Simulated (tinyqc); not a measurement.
# Vertical double-diffused power MOSFET, components of the on-resistance: what changes with what

Stripe cells of pitch Wp + a, two channels a cell. Current flows through the channels, spreads in the accumulation layer, passes the gap between the p bodies and spreads at 45 degrees into the drift layer below them. Low drain voltage, full ionisation.

Inputs (values chosen for the exercise); bulk values close to those of 4H silicon carbide: temperature T = 300 K; relative permittivity eps_r = 9.76; critical-field constant Kc = 22100 V/cm per (cm^-3)^(1/8); rated breakdown voltage of the drift layer BV = 900 V; drift mobility at 300 K mud = 827 cm^2/(V s); temperature exponent of the drift mobility bt = 2; gate oxide thickness (eps_r 3.9) tox = 82 nm; gate overdrive Vov = 14 V; channel mobility mch = 32 cm^2/(V s); accumulation-layer mobility mac = 100 cm^2/(V s); channel length Lc = 0.5 um; width of the p body in one cell, channels included Wp = 5.2 um; gap between neighbouring p bodies a = 4.2 um; depth of the p body xp = 0.8 um; doping of the gap over the drift doping Nj = 2; built-in voltage of the body junction Vbi = 2.97 V; substrate and contact resistance Rs = 0.069 mohm cm^2.

Constants: q = 1.602176634e-19 C, eps0 = 8.8541878128e-14 F/cm where lengths are in cm. Results are converted to the units shown.

Each table varies one quantity; the others keep the values above.

## On-resistance against the width of the p body in one cell

Triangular field at breakdown with Ec = Kc N^(1/8): BV = eps0 eps_r Ec^2/(2 q N), so N = (eps0 eps_r Kc^2/(2 q BV))^(4/3); W = 2 BV/Ec; mu = mud (T/300 K)^(-bt); rho = 1/(q mu N); ideal resistance rho W. Pitch p = Wp + a, Cox = 3.9 eps0/tox; zero-bias depletion in the gap w0 = sqrt(2 eps0 eps_r Vbi/(q N Nj)), open gap g = a - 2 w0; R_ch = Lc p/(2 mch Cox Vov); R_acc = 0.6 a p/(4 mac Cox Vov), 0.6 being an empirical factor for current leaving the layer along its length; R_gap = (rho/Nj) xp p/g; spreading depth t = min(W, (p - g)/2); R_drift = (rho p/2) ln((g + 2 t)/g) + rho (W - t); R_on = the sum with Rs.

The same in every row: ideal (mohm cm^2) = 0.3472.

Results:
```
Wp (um)  R_ch (mohm cm^2)  R_acc (mohm cm^2)  R_gap (mohm cm^2)  R_drift (mohm cm^2)  R_on (mohm cm^2)  largest term
1.6                0.7686             0.6198            0.02944               0.3603             1.847       channel
2.2                0.8481             0.6839            0.03249               0.3676             2.001       channel
3                  0.9541             0.7694            0.03655               0.3792             2.208       channel
4.1                 1.100             0.8869            0.04213               0.3985             2.496       channel
5.5                 1.285              1.037            0.04924               0.4278             2.868       channel
7.5                 1.550              1.250            0.05939               0.4775             3.407       channel
14                  2.412              1.945            0.09239               0.6873             5.205       channel
```

Estimate the missing row, Wp = 10 um.

Computed row:
```
Wp (um)  R_ch (mohm cm^2)  R_acc (mohm cm^2)  R_gap (mohm cm^2)  R_drift (mohm cm^2)  R_on (mohm cm^2)  largest term
10                  1.882              1.517            0.07208               0.5504             4.091       channel
```

With this row back in the table: R_on rises from 1.85 to 5.21 mohm cm^2. The channel term is the largest at Wp = 1.6 and in all other rows. R_on is 5.32 times the ideal drift resistance in the first row and 15.0 times in the last.

## On-resistance against the rated breakdown voltage of the drift layer

Same model as above.

The same in every row: R_ch (mohm cm^2) = 1.246; R_acc (mohm cm^2) = 1.004.

On-resistance against the rated breakdown voltage of the drift layer:
```
BV (V)  R_gap (mohm cm^2)  R_drift (mohm cm^2)  R_on (mohm cm^2)  ideal (mohm cm^2)  largest term
300               0.01012              0.03631             2.366            0.02227       channel
490               0.02005               0.1056             2.445            0.07594       channel
800               0.04025               0.3204             2.680             0.2586       channel
1300              0.08186                1.002             3.403             0.8706       channel
2100               0.1701                3.176             5.666              2.887         drift
3500               0.3920                11.06             13.78              10.35         drift
5600               0.9311                35.29             38.54              33.53         drift
9200                2.971                121.4             126.6              116.0         drift
15000               49.07                422.5             473.9              393.7         drift
```

What does the table show?

R_on rises from 2.37 to 474 mohm cm^2. The channel term is the largest at BV = 300, the drift term from 2100 on. R_on is 106 times the ideal drift resistance in the first row and 1.20 times in the last. The ideal resistance goes as BV^(2.50), and R_on as BV^(2.70) between the last two rows.

Program tinyqc, `OMP_NUM_THREADS=1 python tinyqc.py 2230116 2230117 out.jsonl`; Intel Xeon 2.30GHz, shared host, one thread, about 0.01 s.
